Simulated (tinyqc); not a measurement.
Comparisons within one model: deep level as a short-range spherical well. A value that a table varies takes the place of the one given here.

A spherical well of radius R and depth V0 below the conduction edge, one mass m, c = hbar^2/2m0. The s level at binding Et solves k cot(k R) = -kappa with k = sqrt(m (V0 - Et)/c), kappa = sqrt(m Et/c); it exists for V0 > Vc = c (pi/2R)^2/m. Outside, psi falls as exp(-kappa r)/r.

Lucovsky model (delta well, plane-wave final states, no local-field factor): sigma = (32 pi alpha c/(3 n_r m Et)) (x - 1)^(3/2)/x^3, x = h nu/Et, c = hbar^2/2m0; 1 angstrom^2 = 1e-16 cm^2.

Constants: hbar^2/2m0 = 3.80998211 eV angstrom^2; fine-structure constant alpha = 0.007297352564; e^2/(4 pi eps0) = 14.39964547 eV angstrom; kB = 8.617333262e-05 eV/K.

Inputs chosen for the exercise (near those of GaN; not measured data):

| symbol | value | unit | meaning |
|---|---|---|---|
| R | 4.5 | angstrom | radius of the well |
| m | 0.193 | m0 | mass |
| fV | (1.04, 1.08, 1.35, 1.47, 1.98, 3.47, 6.16) |  | V0/Vc |
| n_r | 2.34 |  | refractive index |
| xs | (1.04, 1.24, 1.47, 1.82, 2.26, 3.14, 4.96, 8.83) |  | photon energies h nu/Et |
| eps | 9.8 |  | static dielectric constant |
| T | 350 | K | temperature |
| Fs | (1, 5, 20, 50, 100, 200) | kV/cm | fields |

## From threshold to a deep level

Et against the depth at fixed R; near threshold Et = (pi^2/16)(V0 - Vc)^2/Vc.

Results:

| V0/Vc | V0 (eV) | Et (eV) | threshold form (eV) | 1/kappa (angstrom) | share outside |
|---|---|---|---|---|---|
| 1.04 | 2.502 | 0.002306 | 0.002374 | 92.5 | 0.953 |
| 1.08 | 2.598 | 0.008972 | 0.009496 | 46.9 | 0.909 |
| 1.35 | 3.247 | 0.1452 | 0.1818 | 11.7 | 0.689 |
| 1.47 | 3.536 | 0.2452 | 0.3278 | 9.0 | 0.620 |
| 1.98 | 4.763 | 0.8433 | 1.425 | 4.8 | 0.426 |
| 3.47 | 8.347 | 3.370 | 9.052 | 2.4 | 0.209 |
| 6.16 | 14.817 | 8.922 | 39.51 | 1.5 | 0.099 |

What can be read from the table?

The threshold form holds to 10 % up to V0/Vc = 1.08 of those listed. There the state is mostly outside the well (95 % in the first row) and knows only Et, which is why a delta-well model works; more than half is inside from V0/Vc = 1.98 on. A second s level would need V0/Vc > 9. From V0/Vc = 6.16 on Et exceeds the gap of the host, about 3.4 eV, so those rows only show the model.

## Neutral against charged centre

Et = 0.16846 eV

Lucovsky cross-section, its shape relative to the peak, and the shape of a hydrogen-like centre relative to threshold: x^-4 exp(4 - 4 atan(e)/e)/(1 - exp(-2 pi/e)), e = sqrt(x - 1).

Results:

| x | h nu (eV) | sigma (1e-18 cm^2) | relative to peak | hydrogen-like |
|---|---|---|---|---|
| 1.04 | 0.175 | 8.71 | 0.057 | 0.901 |
| 1.24 | 0.209 | 75.5 | 0.493 | 0.560 |
| 1.47 | 0.248 | 124 | 0.811 | 0.351 |
| 1.82 | 0.307 | 151 | 0.985 | 0.193 |
| 2.26 | 0.381 | 150 | 0.980 | 0.104 |
| 3.14 | 0.529 | 124 | 0.809 | 0.040 |
| 4.96 | 0.836 | 79.1 | 0.517 | 0.010 |
| 8.83 | 1.488 | 39.0 | 0.255 | 0.002 |

What does this show?

The short-range centre starts from zero, reaches half its peak at x = 1.24 and peaks at x = 2; in the last row it still has 25 % of the peak. The Coulomb centre is largest at threshold and is down to 0.2 % there. Reading the peak as the threshold would misplace the level by a factor 2, here 0.17 eV.

## Emission in a field

Barrier lowering for a charged centre (Poole-Frenkel) is 2 sqrt(q e F/eps), q = e^2/(4 pi eps0), and for the neutral well e F R; the one-dimensional enhancement is exp(lowering/kB T). 1 kV/cm = 1e-5 V/angstrom; tunnelling is left out.

Results:

| F (kV/cm) | lowering, charged (meV) | enhancement | saddle at (angstrom) | lowering, neutral (meV) | enhancement |
|---|---|---|---|---|---|
| 1 | 7.7 | 1.29 | 383 | 0.04 | 1.001 |
| 5 | 17.1 | 1.77 | 171 | 0.23 | 1.007 |
| 20 | 34.3 | 3.12 | 86 | 0.90 | 1.030 |
| 50 | 54.2 | 6.03 | 54 | 2.25 | 1.077 |
| 100 | 76.7 | 12.7 | 38 | 4.50 | 1.161 |
| 200 | 108.4 | 36.4 | 27 | 9.00 | 1.348 |

What does this show, and why?

At 200 kV/cm the charged centre emits 36.4 times faster and the neutral one 1.35 times: the logarithm of the enhancement is linear in sqrt(F) for the first and in F for the second, which tells the charge state. In the last rows the lowering nears Et, where the formula is no longer safe. The largest lowering is 64 % of Et.

tinyqc: `OMP_NUM_THREADS=1 python tinyqc.py 1251251 1251252 out.jsonl`; about 0.01 s, one thread, shared Intel(R) Xeon(R) Processor @ 2.30GHz.
